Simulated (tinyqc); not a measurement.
# Conduction-band offset of an n-N heterojunction from carrier-profile moments, step by step

tinyqc, about 0.07 s, one thread, Intel Xeon 2.30GHz (shared host): `OMP_NUM_THREADS=1 python tinyqc.py 2410076 2410077 out.jsonl` Printed values are rounded.

Layer 1 (x < 0) accumulates electrons and layer 2 (x > 0) is depleted. Boltzmann statistics. The bands bend down by V1 in layer 1 and up by V2 in layer 2, with V1 + V2 = VD = dE + Vt ln[(N2/Nc2)/(N1/Nc1)].

Parameters, values chosen for the exercise; values of the order of III-V alloys: temperature T = 300 K; relative permittivity of both layers eps_r = 11.8; density of states of the narrow-gap layer 1 Nc1 = 4.1e17 cm^-3; density of states of the wide-gap layer 2 Nc2 = 1.4e18 cm^-3; conduction-band offset dE = 0.15 eV; donor density in layer 1 N1 = 1.5e16 cm^-3; donor density in layer 2 N2 = 1.3e17 cm^-3; fixed charge at the interface si = 0 cm^-2.

Constants: q = 1.602176634e-19 C, kB = 1.380649e-23 J/K, Vt = kB T/q, eps0 = 8.8541878128e-14 F/cm where lengths are in cm. Results are converted to the units shown.

Range of the model: The accumulated density at the interface nears Nc1, where degeneracy and quantisation set in.

## Division of the diffusion potential

Sheet densities from the first integral: Q1 = sqrt((2 eps0 eps_r Vt N1/q)(exp(u1) - u1 - 1)) extra electrons, Q2 = sqrt((2 eps0 eps_r Vt N2/q)(exp(-u2) + u2 - 1)) missing ones, u = V/Vt; neutrality Q1 = Q2 + si. Q1 - Q2 rises steadily with V1, so V1 follows by bisection.

VD = 0.1740789 V
V1 = 0.08421381 V
V2 = 0.08986510 V
Q1 = 3.314947e11 cm^-2
n at x = 0- = 3.897813e17 cm^-3
n at x = 0+ = 4.020464e15 cm^-3

n drops across the interface by 96.9 = (Nc1/Nc2) exp(dE/Vt).

## Electron profile

-x, left point 0 to 9 (nm): 0  0.775  4.7  13.5  28.5  50.9  81.8  122  173  235
x, right point 0 to 9 (nm): 0  6.05  14.9  25.2  36.7  49  62.1  75.9  90.3  105

Integrate the field q Q(V)/(eps0 eps_r) away from the interface on each side; n = N exp(+/- V/Vt).

n in layer 1, left point 0 to 9 (cm^-3): 3.89781e17  3.36816e17  1.86595e17  8.18332e16  3.92031e16  2.35867e16  1.78124e16  1.57812e16  1.51662e16  1.50260e16
n in layer 2, right point 0 to 9 (cm^-3): 4.02046e15  1.15476e16  3.43556e16  7.08272e16  1.02738e17  1.19767e17  1.26639e17  1.28987e17  1.29713e17  1.29921e17

## Offset from the moments

A C-V profile smears n(x) but keeps its zeroth and first moments: si = -int (N - n) dx, VD = (q/(eps0 eps_r)) int (N - n) x dx, dE = VD - Vt ln[(N2/Nc2)/(N1/Nc1)]. Use the trapezoidal rule on each side.

si = 2.728738e10 cm^-2
VD = 0.1735589 V
dE = 0.1494800 eV

On these few points dE comes out -0.52 meV from the true 0.15 eV, and si misses by 2.7e10 cm^-2, 8.2 % of Q1.
